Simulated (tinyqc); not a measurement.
Gain factor and gap resistance from two string resistances.

Question. At small bit-line voltage each of the 64 cells has the resistance 1/(K x) at overdrive x (no mobility reduction) in series with a gap resistance Rg. Find K, Rg and the share of the gaps at the higher overdrive.

resistance of a string of 64 equal cells at overdrives of 3.8 and 8.2 V (kohm): 4422.3687  2320.6879

Answer. The resistance per cell is a straight line in 1/x with slope 1/K and intercept Rg.

K = 4.300 uA/V^2
Rg = 7.900 kohm
share of the gaps = 21.79 %

Program tinyqc, `OMP_NUM_THREADS=1 python tinyqc.py 2142236 2142237 out.jsonl`; Intel Xeon 2.30GHz, shared host, one thread, about 0.7 s.
